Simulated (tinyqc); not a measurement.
Stress along the channel: six-band hole subbands of a thin body in a field.

Basis X, Y, Z times spin, hole energies counted downwards from the unstrained edge (the hydrostatic shift is left out), c = hbar^2/2m0. For a symmetric tensor T let C(T) have C_XX = L Txx + M (Tyy + Tzz), C_XY = N Txy (cyclic), L = c (g1 + 4 g2), M = c (g1 - 2 g2), N = 6 c g3. k = q + kz n, n the unit normal, q = k1 u + k2 v with u along the channel [1-10] and v = n x u. H = C(k k^T) + (Dso/3)(1 - L.sigma) - B + e F z with (L_k)_ij = -i epsilon_kij; B is the block C built from the traceless strain with 2b, -b and sqrt(3) d in place of L, M, N. Strain: exx = eyy = (s11 + s12) sx/2, ezz = s12 sx, exy = -s44 sx/4. Hard walls at z = 0 and t; basis sin(j pi z/t), j = 1 to Nz: kz^2 = (j pi/t)^2, kz = -i D with D_jl = 4 j l/(t (j^2 - l^2)), z_jj = t/2 and z_jl = -8 t j l/(pi (j^2 - l^2))^2 for j + l odd; 1 MV/cm = 0.01 eV/angstrom.

Nz = 14. E1 is the top subband at q = 0, gap the distance to the next pair, and the masses are c q^2/(E(q) - E1) at |q| = 0.02 1/angstrom (mean of the spin pair) along the channel [1-10] and across it in the plane; a dash marks a band that does not rise.

Constants: hbar^2/2m0 = 3.80998211 eV angstrom^2.

Inputs chosen for the exercise (near those of a p-type Ge channel; not measured data): g1 = 13.38 (Luttinger gamma1); g2 = 4.23 (gamma2); g3 = 5.71 (gamma3); Dso = 0.293 eV (spin-orbit splitting); b = -2.5 eV (tetragonal potential); d = -5.36 eV (trigonal potential); S = (9.7, -2.67, 14.89) 1/TPa (compliances s11, s12, s44); face = 110 (surface); t = 60 angstrom (body thickness); F = 1.2 MV/cm (field across the body).

Each row has its own sx.

Results:

| sx (GPa) | E1 (meV) | gap (meV) | m channel | m across |
|---|---|---|---|---|
| -3.0 | 77.9 | 113.8 | 0.040 | 0.192 |
| -2.0 | 124.9 | 113.8 | 0.041 | 0.188 |
| -1.0 | 170.6 | 113.3 | 0.043 | 0.180 |
| -0.5 | 192.6 | 112.6 | 0.044 | 0.174 |
| 0.5 | 233.1 | 108.2 | 0.049 | 0.153 |
| 1.0 | 250.3 | 103.8 | 0.054 | 0.136 |

Give the missing row, sx (GPa) = 0.0.

Computed row:
```
sx (GPa)  E1 (meV)  gap (meV)  m channel  m across
0.0          213.6      111.1      0.046     0.165
```

Under 2 GPa of compression the channel mass goes from 0.046 to 0.041 m0, the mass across from 0.165 to 0.188; the gap to the next subband is 114, 111 and 104 meV at -2, 0 and +1 GPa. The lightest channel mass of the table, 0.040 m0, is at -3.0 GPa.

Run: tinyqc, `OMP_NUM_THREADS=1 python tinyqc.py 1251325 1251326 out.jsonl`; Intel(R) Xeon(R) Processor @ 2.30GHz, one thread, shared host; about 0.3 s of CPU time with all checks.
